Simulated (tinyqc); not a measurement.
The same layer on three faces: model-solid line-up of a strained alloy layer on a substrate.

All values of the alloy are linear in x but the gap, Eg(x) = (1 - x) Eg_A + x Eg_B - C x (1 - x), and the valence edge, Ev(x) = (1 - x) Ev_A + x Ev_B + fv C x (1 - x); Ec = Ev + Eg. Ev is the top of the unstrained valence band on a scale common to all materials. In the layer only the Gamma valley of the conduction band is followed, also where an X or L valley would lie lower.

Coherent growth: e_par = (a_s - a)/a. (001): e_perp = -2 (C12/C11) e_par; exx = eyy = e_par, ezz = e_perp, no shear. (111): e_perp = -(2 C11 + 4 C12 - 4 C44)/(C11 + 2 C12 + 4 C44) e_par; exx = eyy = ezz = (2 e_par + e_perp)/3 and exy = eyz = ezx = (e_perp - e_par)/3. (110): e_perp = -(C11 + 3 C12 - 2 C44)/(C11 + C12 + 2 C44) e_par; exx = eyy = (e_par + e_perp)/2, ezz = e_par, exy = (e_perp - e_par)/2, eyz = ezx = 0.

Strained edges: Ec + ac tr(e); the valence edges are Ev plus the levels of the 6 x 6 matrix of X, Y, Z times spin with -Dso/3 + l exx + m (eyy + ezz) on the diagonal (cyclic), n exy off it, l = av + 2 b, m = av - b, n = sqrt(3) d. Spin-orbit term (Dso/3) L.sigma on X, Y, Z with (L_k)_ij = -i epsilon_kij: <X+|H|Y+> = -i Dso/3, <X+|H|Z-> = Dso/3, <Y+|H|Z-> = -i Dso/3, <Z+|H|X-> = -Dso/3, <Z+|H|Y-> = i Dso/3, <X-|H|Y-> = i Dso/3, and their conjugates; + and - are the spin along z.

Values chosen for the exercise (A near GaP, B near GaAs, substrate near GaAs; not measured data):
- a = (5.449, 5.647) angstrom (lattice constant of A, B)
- Eg = (2.857, 1.539) eV (gap at Gamma to the s-like level of A, B)
- Dso = (0.079, 0.345) eV (spin-orbit splitting of A, B)
- Ev = (-1.27, -0.79) eV (top of the unstrained valence band of A, B)
- ac = (-8.22, -7.2) eV (conduction deformation potential of A, B)
- av = (1.69, 1.16) eV (valence hydrostatic potential of A, B)
- b = (-1.58, -2.01) eV (tetragonal shear potential of A, B)
- d = (-4.61, -4.85) eV (trigonal shear potential of A, B)
- C11 = (142.4, 123.5) GPa (of A, B)
- C12 = (61.2, 56.6) GPa (of A, B)
- C44 = (69.4, 59.3) GPa (of A, B)
- C = 0.211 eV (bowing of the gap)
- fv = 0.2 (share of the bowing taken by the valence edge)
- a_s = 5.647 angstrom (substrate)
- x = 0.54 (fraction of B)

Composition and substrate are kept.

Results:

| face | e_perp (%) | tr(e) (%) | shift of Ec (meV) | shift of Ev (meV) | valence splitting (meV) | gap (eV) |
|---|---|---|---|---|---|---|
| (001) | -1.456 | 1.822 | -139.8 | 102.7 | 133.2 | 1.8504 |
| (111) | -0.790 | 2.489 | -190.9 | 129.3 | 160.8 | 1.7727 |
| (110) | -0.928 | 2.351 | -180.3 | 123.9 | 154.0 | 1.7886 |

The layer yields most along the normal on (001) and least on (111), so the volume change, and with it the shift of Ec, is largest on (111). The valence splitting, set by b on (001), by d on (111) and by both on (110), is largest on (111). The gaps span 78 meV, from (111) to (001).

Run: tinyqc, `OMP_NUM_THREADS=1 python tinyqc.py 1050466 1050467 out.jsonl`; Intel(R) Xeon(R) Processor @ 2.30GHz, one thread, shared host; about 0.01 s of CPU time with all checks.
